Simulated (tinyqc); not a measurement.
# Doping from the body effect

Question. The threshold of a long MOSFET, counted against the source, shifts by gamma (sqrt(2 phiF + Vsb) - sqrt(2 phiF)) with gamma = sqrt(2 eps0 eps_r q N)/Cox. Find 2 phiF, gamma and N from two shifts.

Values chosen for this exercise:
- eps_r = 11.8 (relative permittivity)

Constants: q = 1.602176634e-19 C, eps0 = 8.8541878128e-14 F/cm where lengths are in cm. Results are converted to the units shown.

|VT - VT(0)| at source-body biases 0.7 and 2 V (V): [0.13764540, 0.32821572]
Cox = 0.51539302 uF/cm^2

Answer. The ratio of the shifts depends on 2 phiF alone and rises steadily with it, so it fixes 2 phiF; either shift then gives gamma, and gamma gives N.

2 phiF = 0.897 V
gamma = 0.435 V^0.5
N = 1.50e17 cm^-3

Computed by the program tinyqc: `OMP_NUM_THREADS=1 python tinyqc.py 2060019 2060020 out.jsonl`, one thread of a shared Intel Xeon 2.30GHz, about 0.01 s for the whole run.
